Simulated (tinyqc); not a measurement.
# Bandgap voltage reference from two bipolar transistors, step by step

tinyqc, about 0.02 s, one thread, Intel Xeon 2.30GHz (shared host): `OMP_NUM_THREADS=1 python tinyqc.py 2062058 2062059 out.jsonl` Printed values are rounded.

Two transistors of area 1 and N carry the same current I. Is(T) = Is (T/T0)^eta exp[(Vg0 q/kB)(1/T0 - 1/T)], VBE1 = Vt ln(I/Is(T)) + I rb, VBE2 = Vt ln(I/(N Is(T))) + I rb/N. The amplifier forces I R1(T) = VBE1 - VBE2 + Vos, with R(T) = R (1 + tc (T - T0)) for both resistors, and the output is Vref = VBE1 + I R2(T). Base currents and the Early effect are neglected.

Inputs (values chosen for the exercise); values of the order met in silicon bipolar transistors:
```
symbol    value   unit                                                   meaning
T0          298      K                                     reference temperature
Vg0       1.185      V                      band-gap voltage extrapolated to 0 K
eta         4.3                   temperature exponent of the saturation current
Is      5.1e-17      A           saturation current of the unit transistor at T0
N             8                              area ratio of the second transistor
R1           34   kohm  resistor across which the difference of VBE falls, at T0
tc            0  ppm/K                 temperature coefficient of both resistors
Vos           0     mV                                   offset of the amplifier
rb          120    ohm                  series resistance of the unit transistor
R2          406   kohm                                     output resistor at T0
T           398      K                                               temperature
```

Constants: q = 1.602176634e-19 C, kB = 1.380649e-23 J/K. Results are converted to the units shown.

## Operating point at the reference temperature

Vt = kB T/q; I = (Vt ln N + Vos)/(R1(T) - rb (1 - 1/N)). Evaluate at T = T0.

Vt = 0.0256797 V
I = 1.57543 uA
Is(T) = 5.1e-17 A
VBE1 = 0.620448 V
I R2 = 0.639626 V
Vref = 1.26007 V

## Operating point at another temperature

Vt = kB T/q; I = (Vt ln N + Vos)/(R1(T) - rb (1 - 1/N)).

Vt = 0.0342970 V
I = 2.10410 uA
Is(T) = 1.91998e-11 A
VBE1 = 0.398252 V
I R2 = 0.854266 V
Vref = 1.25252 V

From T0 to T, VBE1 changes by -222 mV and I R2 by 215 mV, which leaves -7.56 mV in Vref.

## Resistor for zero slope at T0, ideal case

With tc = 0, Vos = 0 and rb = 0 the current is proportional to T, dVBE/dT = (VBE - Vg0 - (eta - 1) Vt)/T, and Vref has zero slope at T0 when Vref = Vg0 + (eta - 1) Vt0. Find VBE1, its slope, that Vref, R2/R1 and the curvature d2Vref/dT2 = -(eta - 1) kB/(q T0).

VBE1 = 0.620180 V
dVBE/dT = -2.17974 mV/K
Vref = 1.26974 V
R2/R1 = 12.1643
curvature = -0.954268 uV/K^2
